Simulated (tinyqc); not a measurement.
Two-band k.p model of the Delta valleys near the X point under shear strain: one step. The two bands along kz. Five cases, with inputs chosen for the exercise.

Task: kx = ky = 0, kz from 0 to 1.6 k0 in steps of 0.2 k0, with and without the strain.

Valley pair on the [001] axis, kz counted from the X point, c = hbar^2/2m0, k0 = kx0 2 pi/a. H = (c kz^2/ml + c (kx^2 + ky^2)/mt + c k0^2/ml) 1 + (2 c k0 kz/ml) sigma_z + (D exy - 2 c kx ky/Mp) sigma_x, so E = c kz^2/ml + c (kx^2 + ky^2)/mt + c k0^2/ml -/+ sqrt((2 c k0 kz/ml)^2 + (D exy - 2 c kx ky/Mp)^2). Without strain the lower band has its minima, E = 0, at kz = +/- k0. Shifts from diagonal strain are left out.

Constants: hbar^2/2m0 = 3.80998211 eV angstrom^2.

Case 1.

Values chosen (near those of Si; the results hold for these values, not for the real material): a = 5.434 angstrom (lattice constant); ml = 0.908 m0 (longitudinal mass); mt = 0.198 m0 (transverse mass); kx0 = 0.149 2 pi/a (distance of the minimum from X); D = 15.2 eV (shear deformation potential); Mp = 0.244 m0 (coupling mass); exy = -0.0021 (shear strain).

Case 2.

Values chosen (near those of Si; the results hold for these values, not for the real material): a = 5.422 angstrom (lattice constant); ml = 0.92 m0 (longitudinal mass); mt = 0.203 m0 (transverse mass); kx0 = 0.153 2 pi/a (distance of the minimum from X); D = 14.7 eV (shear deformation potential); Mp = 0.243 m0 (coupling mass); exy = 0.0095 (shear strain).

Case 3.

Values chosen (near those of Si; the results hold for these values, not for the real material): a = 5.423 angstrom (lattice constant); ml = 0.941 m0 (longitudinal mass); mt = 0.197 m0 (transverse mass); kx0 = 0.153 2 pi/a (distance of the minimum from X); D = 14.2 eV (shear deformation potential); Mp = 0.235 m0 (coupling mass); exy = -0.0057 (shear strain).

Case 4.

Values chosen (near those of Si; the results hold for these values, not for the real material): a = 5.447 angstrom (lattice constant); ml = 0.915 m0 (longitudinal mass); mt = 0.199 m0 (transverse mass); kx0 = 0.152 2 pi/a (distance of the minimum from X); D = 12.9 eV (shear deformation potential); Mp = 0.233 m0 (coupling mass); exy = -0.0093 (shear strain).

Case 5.

Values chosen (near those of Si; the results hold for these values, not for the real material): a = 5.422 angstrom (lattice constant); ml = 0.901 m0 (longitudinal mass); mt = 0.191 m0 (transverse mass); kx0 = 0.152 2 pi/a (distance of the minimum from X); D = 13.6 eV (shear deformation potential); Mp = 0.24 m0 (coupling mass); exy = 0.022 (shear strain).

Give: a table of kz/k0, kz (1/angstrom), lower, upper, lower, no strain, upper, no strain.

Result:

Case 1.

Levels (eV):

| kz/k0 | kz (1/angstrom) | lower | upper | lower, no strain | upper, no strain |
|---|---|---|---|---|---|
| 0.0 | 0.0000 | 0.0926 | 0.1565 | 0.1245 | 0.1245 |
| 0.2 | 0.0345 | 0.0704 | 0.1887 | 0.0797 | 0.1793 |
| 0.4 | 0.0689 | 0.0398 | 0.2491 | 0.0448 | 0.2441 |
| 0.6 | 0.1034 | 0.0166 | 0.3222 | 0.0199 | 0.3188 |
| 0.8 | 0.1378 | 0.0024 | 0.4061 | 0.0050 | 0.4035 |
| 1.0 | 0.1723 | -0.0020 | 0.5002 | 0.0000 | 0.4982 |
| 1.2 | 0.2067 | 0.0033 | 0.6045 | 0.0050 | 0.6028 |
| 1.4 | 0.2412 | 0.0185 | 0.7188 | 0.0199 | 0.7174 |
| 1.6 | 0.2757 | 0.0436 | 0.8432 | 0.0448 | 0.8419 |

Case 2.

Levels (eV):

| kz/k0 | kz (1/angstrom) | lower | upper | lower, no strain | upper, no strain |
|---|---|---|---|---|---|
| 0.0 | 0.0000 | -0.0095 | 0.2698 | 0.1302 | 0.1302 |
| 0.2 | 0.0355 | -0.0137 | 0.2844 | 0.0833 | 0.1875 |
| 0.4 | 0.0709 | -0.0232 | 0.3252 | 0.0469 | 0.2552 |
| 0.6 | 0.1064 | -0.0325 | 0.3866 | 0.0208 | 0.3333 |
| 0.8 | 0.1418 | -0.0373 | 0.4643 | 0.0052 | 0.4218 |
| 1.0 | 0.1773 | -0.0351 | 0.5558 | 0.0000 | 0.5207 |
| 1.2 | 0.2128 | -0.0246 | 0.6599 | 0.0052 | 0.6301 |
| 1.4 | 0.2482 | -0.0050 | 0.7757 | 0.0208 | 0.7499 |
| 1.6 | 0.2837 | 0.0241 | 0.9028 | 0.0469 | 0.8800 |

Case 3.

Levels (eV):

| kz/k0 | kz (1/angstrom) | lower | upper | lower, no strain | upper, no strain |
|---|---|---|---|---|---|
| 0.0 | 0.0000 | 0.0463 | 0.2082 | 0.1272 | 0.1272 |
| 0.2 | 0.0355 | 0.0367 | 0.2279 | 0.0814 | 0.1832 |
| 0.4 | 0.0709 | 0.0175 | 0.2776 | 0.0458 | 0.2494 |
| 0.6 | 0.1064 | 0.0002 | 0.3458 | 0.0204 | 0.3257 |
| 0.8 | 0.1418 | -0.0104 | 0.4277 | 0.0051 | 0.4122 |
| 1.0 | 0.1773 | -0.0126 | 0.5215 | 0.0000 | 0.5089 |
| 1.2 | 0.2127 | -0.0055 | 0.6263 | 0.0051 | 0.6158 |
| 1.4 | 0.2482 | 0.0113 | 0.7419 | 0.0204 | 0.7329 |
| 1.6 | 0.2836 | 0.0378 | 0.8681 | 0.0458 | 0.8601 |

Case 4.

Levels (eV):

| kz/k0 | kz (1/angstrom) | lower | upper | lower, no strain | upper, no strain |
|---|---|---|---|---|---|
| 0.0 | 0.0000 | 0.0080 | 0.2480 | 0.1280 | 0.1280 |
| 0.2 | 0.0351 | 0.0027 | 0.2636 | 0.0819 | 0.1843 |
| 0.4 | 0.0701 | -0.0092 | 0.3062 | 0.0461 | 0.2509 |
| 0.6 | 0.1052 | -0.0208 | 0.3690 | 0.0205 | 0.3277 |
| 0.8 | 0.1403 | -0.0274 | 0.4473 | 0.0051 | 0.4147 |
| 1.0 | 0.1753 | -0.0267 | 0.5387 | 0.0000 | 0.5120 |
| 1.2 | 0.2104 | -0.0175 | 0.6421 | 0.0051 | 0.6196 |
| 1.4 | 0.2455 | 0.0009 | 0.7569 | 0.0205 | 0.7373 |
| 1.6 | 0.2805 | 0.0289 | 0.8825 | 0.0461 | 0.8653 |

Case 5.

Levels (eV):

| kz/k0 | kz (1/angstrom) | lower | upper | lower, no strain | upper, no strain |
|---|---|---|---|---|---|
| 0.0 | 0.0000 | -0.1680 | 0.4304 | 0.1312 | 0.1312 |
| 0.2 | 0.0352 | -0.1673 | 0.4402 | 0.0840 | 0.1889 |
| 0.4 | 0.0705 | -0.1649 | 0.4693 | 0.0472 | 0.2571 |
| 0.6 | 0.1057 | -0.1597 | 0.5165 | 0.0210 | 0.3359 |
| 0.8 | 0.1409 | -0.1503 | 0.5807 | 0.0052 | 0.4251 |
| 1.0 | 0.1761 | -0.1356 | 0.6604 | 0.0000 | 0.5248 |
| 1.2 | 0.2114 | -0.1142 | 0.7545 | 0.0052 | 0.6350 |
| 1.4 | 0.2466 | -0.0854 | 0.8621 | 0.0210 | 0.7557 |
| 1.6 | 0.2818 | -0.0485 | 0.9826 | 0.0472 | 0.8869 |

Computed by tinyqc, one run a case: `OMP_NUM_THREADS=1 python tinyqc.py N N+1 out.jsonl` with N = 1050264, 1050446, 1050470, 1050854, 1050961; one thread of a shared Intel(R) Xeon(R) Processor @ 2.30GHz, about 0.01 s a run at most.
